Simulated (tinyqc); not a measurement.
From results back to parameters: thin-film optics by transfer matrices. Three cases, with inputs chosen for the exercise.

Problem. One transparent film on the substrate, in air; its thickness is hidden and lies within the first period.

Indices N = n + i k. Snell: N0 sin(theta) = N_j sin(theta_j), with Im(N_j cos theta_j) >= 0. Admittance y_j = N_j cos theta_j for s and N_j/cos theta_j for p. Phase delta_j = 2 pi N_j cos theta_j d_j/lambda. Layer matrix [[cos delta, -i sin delta/y], [-i y sin delta, cos delta]], multiplied from the top down to M. (B, C) = M (1, y_sub); r = (y0 B - C)/(y0 B + C), R = |r|^2, T = 4 Re y0 Re y_sub/|y0 B + C|^2, absorbed in the films 1 - R - T.

Ellipsometry: rho = tan(Psi) exp(i Delta) = -conj(r_p/r_s) with the r of the admittance formula, Delta in 0 to 360 degrees, so that a bare dielectric at small angles gives Delta = 180.

Case 1.

Values chosen (indices near those of Si3N4 on Al; shifted at random, so the results belong to these values and not to a real crystal):
- lam = 365 nm (vacuum wavelength)
- n0 = 1 (ambient index)
- n = (2.06, 0.415) (n of Si3N4, substrate)
- k = (0, 4.425) (k in the same order)
- theta_e = 75 degrees (angle of the ellipsometer)

Psi = 46.019 degrees
Delta = 62.760 degrees

Case 2.

Values chosen (indices near those of SiO2 on Cu; shifted at random, so the results belong to these values and not to a real crystal):
- lam = 633 nm (vacuum wavelength)
- n0 = 1 (ambient index)
- n = (1.467, 0.273) (n of SiO2, substrate)
- k = (0, 3.297) (k in the same order)
- theta_e = 60 degrees (angle of the ellipsometer)

Psi = 44.273 degrees
Delta = 212.479 degrees

Case 3.

Values chosen (indices near those of Si3N4 on Al; shifted at random, so the results belong to these values and not to a real crystal):
- lam = 633 nm (vacuum wavelength)
- n0 = 1 (ambient index)
- n = (2.017, 1.354) (n of Si3N4, substrate)
- k = (0, 7.982) (k in the same order)
- theta_e = 60 degrees (angle of the ellipsometer)

Psi = 49.348 degrees
Delta = 189.168 degrees

Find: period; d.

Solution. Psi and Delta repeat with the period lambda/(2 sqrt(n^2 - sin^2 theta)); within one period they trace a closed curve once, and a scan of d finds the one point that matches both. Adding whole periods gives the same angles.

Case 1.

period = 100.3 nm
d = 28.7 nm

Case 2.

period = 267.3 nm
d = 153.0 nm

Case 3.

period = 173.7 nm
d = 77.8 nm

Computed by tinyqc, one run a case: `OMP_NUM_THREADS=1 python tinyqc.py N N+1 out.jsonl` with N = 1680278, 1680421, 1680483; one thread of a shared Intel(R) Xeon(R) Processor @ 2.30GHz, about 0.04 s a run at most.
